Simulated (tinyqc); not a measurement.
Tight binding, honeycomb lattice, step by step. Computed by tinyqc, a small Python program that keeps every step. Settings: t1 = 1.01, t2 = 0, phi = 0, delta = 0.07, points = 5. Command: `OMP_NUM_THREADS=1 python tinyqc.py 23240 23241 out.jsonl` (the two numbers bound the seeds that draw the settings). One thread of a shared host (Intel(R) Xeon(R) Processor @ 2.60GHz), about 0.01 s of CPU time with the checks.

## Bloch Hamiltonian at k

Parameters chosen for this model:
```
parameter     value                        unit
t1         1.010000                 eV, nearest
t2                0       eV, second neighbours
phi               0  rad, phase of t2 (Haldane)
delta      0.070000          eV, +/- on A and B
```

k point k (fractions of the reciprocal vectors): [-0.290000, -0.340000]

H_AB = -t1 (1 + exp(-i k.a1) + exp(-i k.a2)); H_AA = delta - 2 t2 sum cos(k.b + phi), H_BB = -delta - 2 t2 sum cos(k.b - phi), b = a1, a2 - a1, -a2.

H(k) at k (eV), order A, B:
$$\begin{pmatrix}
0.070000 & -0.217638-1.831040i \\
-0.217638+1.831040i & -0.070000
\end{pmatrix}$$

## Levels at k

Diagonalise the Hermitian matrix.

eigenvalues (eV): [-1.845257, 1.845257]

weights |c|^2 of the basis functions, order A, B:
$$\begin{pmatrix}
0.481032 & 0.518968 \\
0.518968 & 0.481032
\end{pmatrix}$$

## Bloch Hamiltonian at K

k point K (fractions of the reciprocal vectors): [0.333333, 0.666667]

As before.

H(k) at K (eV), order A, B:
$$\begin{pmatrix}
0.070000 & 0.000000 \\
0.000000 & -0.070000
\end{pmatrix}$$

## Levels at K

As before.

eigenvalues (eV): [-0.070000, 0.070000]

weights |c|^2 of the basis functions, order A, B:
$$\begin{pmatrix}
0.000000 & 1.000000 \\
1.000000 & 0.000000
\end{pmatrix}$$

## Bands along a path

The same steps at evenly spaced points between the labelled ones.

Bands along the path (eV):
```
k             band 1    band 2
G          -3.030808  3.030808
G-K 0.25   -2.760259  2.760259
G-K 0.50   -2.021213  2.021213
G-K 0.75   -1.012423  1.012423
K          -0.070000  0.070000
K-M 0.25   -0.424172  0.424172
K-M 0.50   -0.742678  0.742678
K-M 0.75   -0.943770  0.943770
M          -1.012423  1.012423
M-K' 0.25  -0.943770  0.943770
M-K' 0.50  -0.742678  0.742678
M-K' 0.75  -0.424172  0.424172
K'         -0.070000  0.070000
```

With 1 band(s) filled, the highest filled level on these points lies at K and the lowest empty one at K: a gap of 0.1400 eV, direct.

## Chern number of the lower band

On a 5 x 5 mesh, the phase of the product of overlaps around each plaquette (k1 then k2); the sum over 2 pi is an integer.

plaquette phases (rad):
$$\begin{pmatrix}
0.000000 & -0.007665 & -0.028759 & 0.015987 & 0.003899 \\
0.007665 & 0.000000 & -0.235919 & -2.430606 & 0.015987 \\
0.028759 & 0.235919 & 0.000000 & -0.235919 & -0.028759 \\
-0.015987 & 2.430606 & 0.235919 & 0.000000 & -0.007665 \\
-0.003899 & -0.015987 & 0.028759 & 0.007665 & 0.000000
\end{pmatrix}$$

Chern number = 0.000000
